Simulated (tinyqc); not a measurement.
Two-step dopant diffusion (predeposition and drive-in) with a constant diffusivity: one step, computed by the program tinyqc.

Fick diffusion into a half space x > 0 whose background doping C_B is of the opposite type, so that a junction lies where C = C_B.

Question. Drive-in as a Gaussian. With a sealed surface and a thin source, C = Q/sqrt(pi (Dt)2) exp(-x^2/(4 (Dt)2)); x_j = 2 sqrt((Dt)2 ln(C(0)/C_B)); gradient at the junction |dC/dx| = C_B x_j/(2 (Dt)2).

Inputs (values chosen for the exercise, modelled on antimony in silicon):

| quantity | value | unit |
|---|---|---|
| surface concentration C_s | 1.4e+19 | 1/cm^3 |
| background doping C_B | 1.7e+15 | 1/cm^3 |
| predeposition temperature T1 | 975 | C |
| drive-in temperature T2 | 1150 | C |
| stand-by temperature | 800 | C |

dose Q = 1.177953e+13 1/cm^2

drive-in budget (Dt)2 = 1.312249e-10 cm^2

Give: surface concentration C(0) (Gaussian); junction depth x_j; gradient at the junction.

Answer.

surface concentration C(0) (Gaussian) = 5.8016e+17 1/cm^3

junction depth x_j = 0.55331 um

gradient at the junction = 3.5841e+20 1/cm^4

Caution: C_s exceeds the intrinsic carrier density of silicon at the predeposition temperature (2e18 to 1e19 per cm^3), where real diffusivities rise with concentration and profiles turn box-like.
